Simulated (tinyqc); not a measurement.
Changing the surface binding energy U: physical sputtering: collision-cascade yield, angular dependence, faceting and resputtering in deposition. Computed by tinyqc, a small Python program. Command: `OMP_NUM_THREADS=1 python tinyqc.py 3010192 3010193 out.jsonl sputter sweep`. One thread of a shared host (Intel(R) Xeon(R) Processor @ 2.30GHz), about 0.01 s of CPU time with the checks.

Ions start collision cascades; atoms that reach the surface with more than U leave. The target is amorphous or fine-grained.

Inputs (values chosen for the exercise, modelled on argon ions on tantalum):

| quantity | value | unit |
|---|---|---|
| ion Z1 | 18 | - |
| ion mass M1 | 39.95 | u |
| target Z2 | 73 | - |
| target mass M2 | 180.9 | u |
| target density N | 55.5 | 1/nm^3 |
| fit factor Q | 0.56 | - |
| ion energy E | 8300 | eV |
| current density J | 4.1 | mA/cm^2 |

Constants: e = 1.602176634e-19 C.

Method. gamma = 4 M1 M2/(M1 + M2)^2; threshold E_th = 6.7 U/gamma for M1 >= M2, else U (1 + 5.7 M1/M2)/gamma. eps = 0.03255 M2 E/(Z1 Z2 (M1 + M2) z), z = (Z1^(2/3) + Z2^(2/3))^(1/2), E in eV; s_n = 3.441 sqrt(eps) ln(eps + 2.718)/(1 + 6.355 sqrt(eps) + eps (6.882 sqrt(eps) - 1.708)); S_n = 84.78 Z1 Z2 M1 s_n/((M1 + M2) z) in eV angstrom^2; alpha = 0.249 (M2/M1)^0.56 + 0.0035 (M2/M1)^1.5 for M1 <= M2, else 0.0875 (M2/M1)^(-0.15) + 0.165 M2/M1; Y0 = 0.042 Q alpha S_n/U [1 - sqrt(E_th/E)]^2.5 (the electronic-loss factor of the full formula is dropped). Erosion rate = Y0 J/(e N); 1 cm^2 = 1e14 nm^2.

One run for each value:

| surface binding energy U (eV) | yield Y0 (atoms per ion) | threshold E_th (eV) | erosion rate (nm/min) |
|---|---|---|---|
| 2 | 8.1393 | 7.622 | 2251.7 |
| 3 | 5.3314 | 11.433 | 1474.9 |
| 5 | 3.1099 | 19.056 | 860.4 |
| 6 | 2.5606 | 22.867 | 708.4 |
| 7 | 2.1705 | 26.678 | 600.5 |
| 8 | 1.8795 | 30.489 | 520.0 |
| 9 | 1.6544 | 34.300 | 457.7 |
| 10 | 1.4752 | 38.111 | 408.1 |

Give the missing row, surface binding energy U (eV) = 4.

Computed row:
```
surface binding energy U (eV)  yield Y0 (atoms per ion)  threshold E_th (eV)  erosion rate (nm/min)
4                                                3.9392               15.245                 1089.8
```

Interpolating between the two neighbouring rows (linearly) misses most in yield Y0 (atoms per ion), by 7.1 %. Over the rows, yield Y0 (atoms per ion) falls from 8.14 to 1.48 (exponent d ln y / d ln x about -1.1 throughout); threshold E_th (eV) rises from 7.62 to 38.1 (exponent d ln y / d ln x about 1.00 throughout); erosion rate (nm/min) falls from 2250 to 408 (exponent d ln y / d ln x about -1.1 throughout). At the low end the exponent of yield Y0 is -1.04, close to -1: far above the threshold the yield is inverse to U. The exponent of threshold E_th stays at 1: the threshold scales with U. U acts twice, as the divisor and through the threshold.
